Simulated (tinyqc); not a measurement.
Width of the well: finite square well with mass mismatch (envelope functions).

A square well of width L and depth V0, mass mw inside and mb outside, energies from the bottom of the well, c = hbar^2/2m0. k = sqrt(mw E/c), kappa = sqrt(mb (V0 - E)/c). psi and psi'/m are continuous at the walls (BenDaniel-Duke), so level n solves k L + 2 atan[(k/mw)/(kappa/mb)] = n pi.

Constants: hbar^2/2m0 = 3.80998211 eV angstrom^2.

Parameters, chosen for this exercise (near those of a non-polar GaN well in AlN; not measured data):
```
symbol  value                        unit      meaning
V0      1.946                        eV        barrier height
mw      0.197                        m0        mass in the well
mb      0.329                        m0        mass in the barrier
Ls      (8, 10, 12, 16, 20, 24, 31)  angstrom  widths
```

Levels against L, beside the infinite well E1(hard) = c (pi/L)^2/mw; Pb is the probability of level 1 in the barriers; a dash marks an unbound level.

Levels:
```
L (angstrom)  bound levels  E1 (eV)  E2 (eV)  E1(hard) (eV)     Pb
8                        1   0.7371        -         2.9825  0.192
10                       2   0.5837   1.9453         1.9088  0.134
16                       2   0.3288   1.2969         0.7456  0.056
20                       3   0.2417   0.9648         0.4772  0.036
24                       3   0.1851   0.7413         0.3314  0.024
31                       4   0.1247   0.4999         0.1986  0.013
```

Give the missing row, L (angstrom) = 12.

Computed row:
```
L (angstrom)  bound levels  E1 (eV)  E2 (eV)  E1(hard) (eV)     Pb
12                       2   0.4732   1.7659         1.3255  0.098
```

The infinite well overestimates E1 by a factor 4.05 at 8 angstrom and 1.59 at 31 angstrom. The local exponent d ln E1/d ln L goes from -1.05 (first two rows) to -1.54 (last two), towards the -2 of hard walls, as Pb falls from 0.192 to 0.013. E2 - E1 is largest at 10 angstrom of the widths listed. Non-parabolicity, which grows with the level, already counts at a few tenths of an eV, and levels above about 0.5 eV lie beyond a parabolic band.

(tinyqc, `OMP_NUM_THREADS=1 python tinyqc.py 1252028 1252029 out.jsonl`, Intel(R) Xeon(R) Processor @ 2.30GHz, 1 thread, shared host, about 0.01 s.)
